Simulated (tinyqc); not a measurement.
From results back to parameters: ellipsoidal valleys in the axes of a wafer and a channel. Three cases, with inputs chosen for the exercise.

Problem. A valley whose axis makes az^2 = 0.066667 with the surface normal has 1/mz = az^2/ml + (1 - az^2)/mt and mz md^2 = ml mt^2. Its confinement and density-of-states masses are given, and ml > mt.

Case 1.

mz, md (m0): 0.0886077  0.3567523

Case 2.

mz, md (m0): 0.0864707  0.3471170

Case 3.

mz, md (m0): 0.0907252  0.3559508

Find: ml mt^2; mt; ml.

Solution. Put ml = (mz md^2)/mt^2 into the first relation and solve for mt below (mz md^2)^(1/3), the value at which ml = mt; a scan of that range finds one root.

Case 1.

ml mt^2 = 0.011277
mt = 0.083 m0
ml = 1.637 m0

Case 2.

ml mt^2 = 0.010419
mt = 0.081 m0
ml = 1.588 m0

Case 3.

ml mt^2 = 0.011495
mt = 0.085 m0
ml = 1.591 m0

Computed by tinyqc, one run a case: `OMP_NUM_THREADS=1 python tinyqc.py N N+1 out.jsonl` with N = 1880532, 1880657, 1880865; one thread of a shared Intel(R) Xeon(R) Processor @ 2.30GHz, about 0.01 s a run at most.
